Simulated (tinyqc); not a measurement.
# Short-channel transistor, virtual-source model with series resistance: supply voltage at a fixed off current

The current per gate width is the charge at the top of the source barrier (the virtual source) times its velocity times a saturation function; al and be are fitting constants of the model. Units: I in uA/um, Rs in ohm um, so I Rs = 1e-6 I Rs in volts; Q in uC/cm^2, so I = 1e-4 Q vx0 Fsat with vx0 in cm/s.

Intrinsic voltages Vg' = Vgs - I Rs, Vd' = Vds - 2 I Rs. n = n0 + nd Vd', VT = VT0 - dl Vd', Ff = 1/(1 + exp((Vg' - VT + al Vt/2)/(al Vt))), Q = Cinv n Vt ln(1 + exp((Vg' - VT + al Vt Ff)/(n Vt))), Vdsat = (vx0 L/mu)(1 - Ff) + Vt Ff, Fsat = u/(1 + u^be)^(1/be) with u = Vd'/Vdsat, and I = Q vx0 Fsat per width. I is solved self-consistently. For each supply Vdd, VT0 is set so that I(Vgs = 0, Vds = Vdd) = 100 nA/um; Ion = I(Vdd, Vdd); C = Cinv L + 0.65 fF/um of parasitic capacitance; delay C Vdd/Ion, energy C Vdd^2.

Parameters, values chosen for the exercise:
- T = 300 K (temperature)
- Cinv = 3.11 uF/cm^2 (inversion capacitance)
- vx0 = 1.48e7 cm/s (velocity at the virtual source)
- mu = 570 cm^2/(V s) (apparent mobility)
- L = 90 nm (channel length)
- dl = 0.125 V/V (drain-induced barrier lowering)
- n0 = 1.11 (subthreshold factor)
- nd = 0.1 1/V (growth of n with drain voltage)
- al = 3.5 (threshold shift (in units of Vt) from weak to strong inversion)
- be = 1.8 (sharpness of saturation)
- Rs = 90 ohm um (series resistance of each contact)

Constants: q = 1.602176634e-19 C, kB = 1.380649e-23 J/K, Vt = kB T/q. Results are converted to the units shown.

Supply voltage at a fixed off current:
```
Vdd (V),VT0 (V),Ion (uA/um),delay (ps),energy (fJ/um)
0.4,0.34980,334.51,4.1243,0.55184
0.5,0.36462,572.51,3.0122,0.86225
0.6,0.37941,833.12,2.4839,1.2416
0.7,0.39419,1107.8,2.1794,1.6900
0.8,0.40895,1391.1,1.9835,2.2074
0.9,0.42371,1679.6,1.8481,2.7937
1,0.43846,1971.4,1.7495,3.4490
1.1,0.45321,2265.2,1.6748,4.1733
```

The VT0 needed rises from 0.350 to 0.453 V and Ion rises from 335 to 2270 uA/um. The delay falls from 4.12 to 1.67 ps, while the energy grows as Vdd^2. Going from 0.4 to 0.5 V changes the delay by -27 %, going from 1 to 1.1 V by -4.3 %.

Computed by the program tinyqc: `OMP_NUM_THREADS=1 python tinyqc.py 2380086 2380087 out.jsonl`, one thread of a shared Intel Xeon 2.30GHz, about 0.01 s for the whole run.
